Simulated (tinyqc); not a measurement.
What moves the results: band edges of strained Si(1-x)Ge(x) on relaxed Si(1-y)Ge(y). A value that a table varies takes the place of the one given here.

Values are linear in the Ge fraction but for ED(x) = linear - CD x (1 - x) and a(x) = linear - Ca x (1 - x). Energies are on the common scale of Ev.

Coherent growth on a (110) face: e_par = (a(y) - a(x))/a(x), e_perp = -(C11 + 3 C12 - 2 C44)/(C11 + C12 + 2 C44) e_par; exx = eyy = (e_par + e_perp)/2, ezz = e_par, exy = (e_perp - e_par)/2, eyz = ezx = 0.

A valley with unit axis u lies at Ev + gap + (av + a_valley) tr(e) + Xu (u.e.u - tr(e)/3); the Delta axes are x, y, z and the L axes [111], [1-1-1], [-11-1], [-1-11]. The second-order shift of the Delta valleys under shear is left out; it lowers the pair normal to the sheared plane by tens of meV at a shear of 1 %.

Valence edges: Ev plus the levels of the 6 x 6 matrix of X, Y, Z times spin with -Dso/3 + l exx + m (eyy + ezz) on the diagonal (cyclic), n exy off it, l = av + 2 b, m = av - b, n = sqrt(3) d. Spin-orbit term (Dso/3) L.sigma on X, Y, Z with (L_k)_ij = -i epsilon_kij: <X+|H|Y+> = -i Dso/3, <X+|H|Z-> = Dso/3, <Y+|H|Z-> = -i Dso/3, <Z+|H|X-> = -Dso/3, <Z+|H|Y-> = i Dso/3, <X-|H|Y-> = i Dso/3, and their conjugates; + and - are the spin along z.

Coherent growth: e_par = (a(y) - a(x))/a(x). (001): e_perp = -2 (C12/C11) e_par; exx = eyy = e_par, ezz = e_perp, no shear. (111): e_perp = -(2 C11 + 4 C12 - 4 C44)/(C11 + 2 C12 + 4 C44) e_par; exx = eyy = ezz = (2 e_par + e_perp)/3 and exy = eyz = ezx = (e_perp - e_par)/3. (110): e_perp = -(C11 + 3 C12 - 2 C44)/(C11 + C12 + 2 C44) e_par; exx = eyy = (e_par + e_perp)/2, ezz = e_par, exy = (e_perp - e_par)/2, eyz = ezx = 0.

Parameters, chosen for this exercise (end members near Si and Ge, in this order; shifted at random, so the results belong to these values and not to a real crystal): a = (5.429, 5.664) angstrom (lattice constant); Dso = (0.043, 0.29) eV (spin-orbit splitting); av = (2.44, 1.24) eV (valence hydrostatic potential); b = (-2.09, -2.52) eV (tetragonal shear potential); d = (-4.75, -5.34) eV (trigonal shear potential); C11 = (164.6, 128.2) GPa; C12 = (64.1, 47.9) GPa; C44 = (79, 67.2) GPa; Ev = (0, 0.61) eV (top of the unstrained valence band); ED = (1.17, 0.938) eV (gap to the Delta valleys); EL = (1.985, 0.752) eV (gap to the L valleys); aD = (1.86, 1.26) eV (hydrostatic potential of the Delta gap); aL = (-3.25, -2.55) eV (hydrostatic potential of the L gap); XuD = (9.15, 9.76) eV (uniaxial potential, Delta); XuL = (15.59, 15.54) eV (uniaxial potential, L); CD = 0.193 eV (bowing of the Delta gap); Ca = 0.027 angstrom (bowing of the lattice constant); face = 110 (growth face); y = 0.2 (Ge fraction of the relaxed buffer); x = 0.11 (Ge fraction of the layer).

## Composition of the layer

The buffer is kept. dEc = Ec(buffer) - Ec(layer), dEv = Ev(layer) - Ev(buffer); buffer edges Ev(y) and Ev(y) + min(ED, EL). The digit behind Delta or L counts whole valleys.

Results:
```
x     e_par (%)  lowest valleys  gap (eV)  next valleys above (meV)  valence splitting (meV)  dEc (eV)  dEv (eV)
0.00       0.79          Delta4     1.123                        54                       81     0.013    -0.043
0.11       0.36          Delta4     1.108                        25                       33     0.008    -0.024
0.32      -0.48          Delta2     0.999                        34                       33     0.015     0.078
0.43      -0.94          Delta2     0.918                        66                       55     0.023     0.152
0.54      -1.40          Delta2     0.841                        98                       76     0.025     0.228
0.64      -1.82          Delta2     0.774                       128                       93     0.020     0.299
0.75      -2.29          Delta2     0.705                       161                      110     0.009     0.379
```

The gap is 1.123 eV in the first row and 0.705 eV in the last. The lowest valleys change: Delta4 to Delta2 between x = 0.11 and 0.32. Per 0.1 of x the valence offset moves by +56 meV on average; the conduction offset lies between +8 and +25 meV, not monotonically. Both carriers sit on one side for x = 0.32, 0.43, 0.54, 0.64 and 0.75, and on opposite sides elsewhere. Offsets below about 30 meV are within the spread of parameter sets, so those rows do not settle the type. Strains above 2 % can be kept only in layers of a few nanometres.

## Composition of the buffer

The layer is kept. dEc = Ec(buffer) - Ec(layer), dEv = Ev(layer) - Ev(buffer); buffer edges Ev(y) and Ev(y) + min(ED, EL). The digit behind Delta or L counts whole valleys.

Results:
```
y     e_par (%)  lowest valleys  gap (eV)  next valleys above (meV)  valence splitting (meV)  dEc (eV)  dEv (eV)
0.00      -0.43          Delta2     1.077                        30                       25     0.023     0.070
0.09      -0.08          Delta2     1.117                         5                        6     0.004     0.013
0.19       0.32          Delta4     1.111                        22                       29     0.007    -0.022
0.28       0.68          Delta4     1.088                        47                       67     0.018    -0.040
0.38       1.10          Delta4     1.060                        76                      112     0.034    -0.057
0.47       1.48          Delta4     1.032                       103                      155     0.051    -0.070
0.57       1.91          Delta4     1.001                       133                      204     0.073    -0.083
0.66       2.31          Delta4     0.971                       160                      249     0.096    -0.093
```

The gap is 1.077 eV in the first row and 0.971 eV in the last, with its largest listed value, 1.117 eV, at y = 0.09: it peaks near the match y = x, since strain of either sign narrows it. The lowest valleys change: Delta2 to Delta4 between y = 0.09 and 0.19. Per 0.1 of y the valence offset moves by -25 meV on average; the conduction offset lies between +4 and +96 meV, not monotonically. Both carriers sit on one side for y = 0.00 and 0.09, and on opposite sides elsewhere. Offsets below about 30 meV are within the spread of parameter sets, so those rows do not settle the type. Strains above 2 % can be kept only in layers of a few nanometres.

## The same layer on three faces

dEc = Ec(buffer) - Ec(layer), dEv = Ev(layer) - Ev(buffer); buffer edges Ev(y) and Ev(y) + min(ED, EL). The digit behind Delta or L counts whole valleys.

Results:
```
face   e_par (%)  lowest valleys  gap (eV)  next valleys above (meV)  valence splitting (meV)  dEc (eV)  dEv (eV)  Delta spread (meV)  L spread (meV)
(001)       0.36          Delta2     1.077                        58                       31     0.043    -0.027                  58               0
(111)       0.36          Delta6     1.117                       643                       33    -0.001    -0.023                   0              71
(110)       0.36          Delta4     1.108                        25                       33     0.008    -0.024                  25              56
```

On (001) only the Delta valleys split (58 meV), on (111) only the L valleys (71 meV), on (110) both (25 and 56 meV). The lowest valleys are Delta2 on (001), Delta6 on (111) and Delta4 on (110); the smallest gap is 1.077 eV on (001) and the largest 1.117 eV on (111).

## What each parameter does

dEc = Ec(buffer) - Ec(layer), dEv = Ev(layer) - Ev(buffer); buffer edges Ev(y) and Ev(y) + min(ED, EL). Each row changes one parameter from the base and keeps the others.

Results:
```
case                        gap (eV)  valence splitting (meV)  dEc (eV)  dEv (eV)
base                          1.1083                     32.7    0.0084   -0.0240
x = 0.14                      1.1036                     20.9    0.0061   -0.0170
y = 0.23                      1.1010                     45.0    0.0119   -0.0304
CD = 0.243 eV                 1.1034                     32.7    0.0053   -0.0240
av = (2.806, 1.426) eV        1.1083                     32.7    0.0066   -0.0221
Dso = (0.049, 0.333) eV       1.1087                     32.2    0.0084   -0.0244
aL = (-3.738, -2.932) eV      1.1083                     32.7    0.0084   -0.0240
b = (-2.403, -2.898) eV       1.1076                     33.8    0.0084   -0.0233
C12 = (73.715, 55.085) GPa    1.1067                     34.1    0.0097   -0.0236
```

The largest shifts from the base row, up to three for each result and ties (the steps differ in size, so this ranks the rows, not the parameters). gap (eV): y -0.0072, CD -0.0049, x -0.0047; unchanged at the printed digits by av and aL. valence splitting (meV): y +12.4, x -11.7, C12 +1.4; unchanged at the printed digits by CD, av and aL. dEc (eV): y +0.0034, CD -0.0031, x -0.0023; unchanged at the printed digits by Dso, aL and b. dEv (eV): x +0.0070, y -0.0065, av +0.0018; unchanged at the printed digits by CD and aL. The lowest valleys of the layer are Delta4, so among the conduction-band potentials only those of that family reach the gap and dEc; the buffer is unstrained. A shift large enough to swap the lowest family would change that.

Computed by tinyqc, a small Python program: `OMP_NUM_THREADS=1 python tinyqc.py 1051357 1051358 out.jsonl` (the numbers bound the seed that draws the inputs); one thread of a shared host (Intel(R) Xeon(R) Processor @ 2.30GHz), about 0.01 s for the whole set of steps.
